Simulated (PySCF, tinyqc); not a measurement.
Ways to converge the cycle: SCF convergence aids in the sto-3g basis, for H3+, spin multiplicity 1. Computed by the program tinyqc with PySCF. RHF with one setting changed at a time; a run stops when the energy changes by less than 1e-09 hartree and the error matrix is below 1e-5. The start is the core Hamiltonian. Damping d keeps d of the old density; a shift (hartree) raises the virtual levels; DIIS n extrapolates F over n matrices.

Geometry (angstrom):
```
atom,x,y,z
H,0.0000,0.0000,0.0000
H,0.0000,0.0000,1.2480
H,0.0000,1.1800,-0.4060
```

lowest restricted solution found by these runs and by PySCF = -1.138446 hartree

Largest element of the error matrix X^T (FDS - SDF) X:
```
iteration,plain,damping 0.3,damping 0.6,shift 0.4,DIIS 3,DIIS 8
1,1.5e-01,1.5e-01,1.5e-01,1.5e-01,1.5e-01,1.5e-01
2,1.3e-02,5.4e-02,9.5e-02,5.6e-02,1.3e-02,1.3e-02
3,1.2e-03,2.0e-02,6.0e-02,2.1e-02,4.1e-05,4.1e-05
4,1.1e-04,7.1e-03,3.8e-02,7.8e-03,2.8e-06,2.8e-06
5,1.1e-05,2.6e-03,2.4e-02,2.9e-03,4.7e-10,1.6e-06
6,9.8e-07,9.4e-04,1.6e-02,1.1e-03,-,-
8,-,1.2e-04,6.3e-03,1.5e-04,-,-
10,-,1.7e-05,2.5e-03,2.1e-05,-,-
14,-,2.9e-07,4.2e-04,-,-,-
20,-,-,2.8e-05,-,-,-
30,-,-,3.0e-07,-,-,-
```

How each run ends:
```
run,iterations,E (hartree),state
plain,6,-1.13845,lowest found
damping 0.3,17,-1.13845,lowest found
damping 0.6,34,-1.13845,lowest found
shift 0.4,11,-1.13845,lowest found
DIIS 3,5,-1.13845,lowest found
DIIS 8,5,-1.13845,lowest found
```

What does the comparison show, and why?

6 of 6 runs reach the lowest restricted solution found, in 5 to 34 iterations (fastest: DIIS 3, DIIS 8). Plain steps already contract here, so damping only slows them. DIIS 3 and DIIS 8 gain by cancelling the error over several earlier matrices, much as a quasi-Newton step does. The restricted reference is unstable here: a spin-polarised solution lies 0.0029 hartree lower (PySCF), so results built on it describe a poor reference.
